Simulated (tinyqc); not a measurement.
Programming of a floating-gate cell by Fowler-Nordheim tunnelling: one step of the calculation.

Per tunnel area the floating gate has Ctun = 3.9 eps0/tox to the channel (0 V) and Ccg to the control gate, Ct = Ctun/(1 - ag), no other coupling. With the threshold shift U = -Q/Ccg the field is F = ag (Vg - U)/tox, and dU/dt = J/Ccg. Fowler-Nordheim: J = A F^2 exp(-B/F), A = q^2/(16 pi^2 hbar mo phi) (times 1e14 for A/cm^2 with F in V/nm, emitter mass m0), B = (4/3) sqrt(mo/C) phi^1.5, C = hbar^2/(2 m0).

Task. Constants of the cell. A, B, Ccg = ag Ct, the starting field and current, K = A B ag/(Ccg tox), and the knee time t0 = exp(B/F(0))/K.

Parameters, values chosen for the exercise; oxide values close to those of silicon dioxide:
- phi = 3.18 eV (tunnel barrier)
- mo = 0.48 m0 (tunnelling mass)
- tox = 7.3 nm (tunnel oxide thickness)
- ag = 0.72 (coupling ratio Ccg/Ct)
- ar = 800 nm^2 (tunnel area)
- Vt0 = -0.8 V (threshold shift at the start)
- Vg = 12.7 V (control-gate voltage)

Constants: q = 1.602176634e-19 C, hbar = 1.054571817e-34 J s, m0 = 9.1093837015e-31 kg, eps0 = 8.8541878128e-14 F/cm where lengths are in cm, hbar^2/(2 m0) = 0.0380998212 eV nm^2. Results are converted to the units shown.

Wanted: A; B; Ccg; F(0); J(0); K; t0; electrons for 1 V of shift.

Result.

A = 1.0098e8 A cm^-2 (V/nm)^-2
B = 26.837 V/nm
Ccg = 1.2164 uF/cm^2
F(0) = 1.3315 V/nm
J(0) = 0.31586 A/cm^2
K = 2.1976e14 1/s
t0 = 2.5794 us
electrons for 1 V of shift = 60.736

Range of the model: Programming fields of 10 MV/cm and more wear the oxide; trapping and the channel potential are ignored.

Numbers from tinyqc (`OMP_NUM_THREADS=1 python tinyqc.py 2130054 2130055 out.jsonl`; about 0.01 s on one thread of a shared Intel Xeon 2.30GHz).
